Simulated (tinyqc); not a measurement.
# Esaki diode in forward bias, two-band WKB: what changes with what

Abrupt p-n junction, depletion approximation. Energies E are counted from the conduction-band edge of the neutral n side; its Fermi level lies at dn, that of the p side at dn - V, and the valence-band edge of the neutral p side at Em = dn + dp - V. Tunnelling needs 0 < E < Em. Two-band dispersion with equal masses m: inside the gap kappa = sqrt(m u (1 - u/Eg)/C), u the distance from a band edge, C = hbar^2/(2 m0).

Inputs (values chosen for the exercise); band and dielectric values those of a made-up semiconductor:

| symbol | value | unit | meaning |
|---|---|---|---|
| T | 350 | K | temperature |
| Eg | 0.939 | eV | band gap |
| eps_r | 13.1 |  | relative permittivity |
| Nc | 3.4e17 | cm^-3 | conduction-band density of states at 350 K |
| Nv | 7.36e18 | cm^-3 | valence-band density of states at 350 K |
| m | 0.043 | m0 | band-edge mass of the two-band model |
| Na | 6.8e19 | cm^-3 | acceptor density |
| Nd | 4e18 | cm^-3 | donor density |
| V | 0.083 | V | bias of the p side |

Constants: q = 1.602176634e-19 C, kB = 1.380649e-23 J/K, hbar = 1.054571817e-34 J s, h = 6.62607015e-34 J s, m0 = 9.1093837015e-31 kg, Vt = kB T/q, eps0 = 8.8541878128e-14 F/cm where lengths are in cm, hbar^2/(2 m0) = 0.0380998212 eV nm^2. Results are converted to the units shown.

Each table varies one quantity; the others keep the values above.

## Effect of the doping Nd

Nd = Nc F12(dn/Vt), Na = Nv F12(dp/Vt), F12(x) = (2/sqrt(pi)) int_0^infinity sqrt(u)/(1 + exp(u - x)) du; dn = EF - Ec on the n side, dp = Ev - EF on the p side (negative outside the bands); Vbi = Eg + dn + dp. W = sqrt(2 eps0 eps_r (Vbi - V)(1/Na + 1/Nd)/q), mean field F = (Vbi - V)/W, peak field 2 F. In a uniform field F the exponent is S = pi sqrt(m/C) Eg^1.5/(4 F). Transverse energy Et = C kt^2/m raises it to S (1 + 4 Et/Eg), so T = exp(-S) exp(-Et/Eb) with Eb = Eg/(4 S). KJ = (2 q^2/h) m/(4 pi C) (times 1e14 for A/cm^2 per eV^2). J = KJ exp(-S) Eb times the integral from 0 to Em of [f(E - dn) - f(E - dn + V)] [1 - exp(-min(E, Em - E)/Eb)] dE, f(x) = 1/(1 + exp(x/Vt)), with S and Eb from the mean field; J > 0 flows from p to n.

Effect of the doping Nd:
```
Nd (cm^-3),Vbi (V),mean field (MV/cm),S,J (A/cm^2)
1.8e18,1.198,0.3674,20.66,5.329e-4
2.3e18,1.219,0.4177,18.17,0.007967
2.9e18,1.242,0.4717,16.09,0.07619
3.7e18,1.269,0.5362,14.16,0.6190
4.7e18,1.301,0.6081,12.48,3.797
6e18,1.339,0.6915,10.98,19.48
7.6e18,1.381,0.7829,9.697,79.03
9.7e18,1.433,0.8896,8.534,284.0
```

What does the comparison show?

The mean field rises from 0.367 to 0.890 MV/cm, as Nd^(0.52), S falls from 20.7 to 8.53, and |J| rises from 5.33e-4 to 284 A/cm^2: 5.73 decades, of which exp(-S) accounts for 5.27.

## Current against forward bias

Same model as above.

Result of one run:
```
V (V),mean field (MV/cm),S,J (A/cm^2)
0.32,0.5002,15.18,0.01443
```

What becomes of these results when the bias of the p side V is changed from 0.32 to 0.02 V, all else the same?

Result of the changed run:
```
V (V),mean field (MV/cm),S,J (A/cm^2)
0.02,0.5732,13.25,0.4247
```

The whole series:
```
V (V),mean field (MV/cm),S,J (A/cm^2)
0.02,0.5732,13.25,0.4247
0.05,0.5663,13.41,0.8766
0.08,0.5593,13.57,1.131
0.11,0.5523,13.75,1.206
0.14,0.5452,13.93,1.121
0.17,0.5379,14.11,0.9161
0.2,0.5306,14.31,0.6578
0.23,0.5232,14.51,0.4129
0.26,0.5156,14.72,0.2191
0.29,0.5080,14.95,0.08664
0.32,0.5002,15.18,0.01443
```

J peaks at 1.21 A/cm^2 at V = 0.11 V among the rows, 0.32 of the overlap dn + dp = 0.340 V, and falls to 0.0144 A/cm^2 at 0.32 V: a negative differential resistance. The Fermi levels part as V grows, but the window Em = dn + dp - V shrinks and closes at V = 0.340 V, and S rises from 13.2 to 15.2. Excess and diffusion currents, which fill the valley of a real diode, are not in the model.

Range of the model: Parabolic densities of states, no band tails and no gap narrowing, all of which matter at such doping.

Computed by the program tinyqc: `OMP_NUM_THREADS=1 python tinyqc.py 2620157 2620158 out.jsonl`, one thread of a shared Intel Xeon 2.30GHz, about 0.02 s for the whole run.
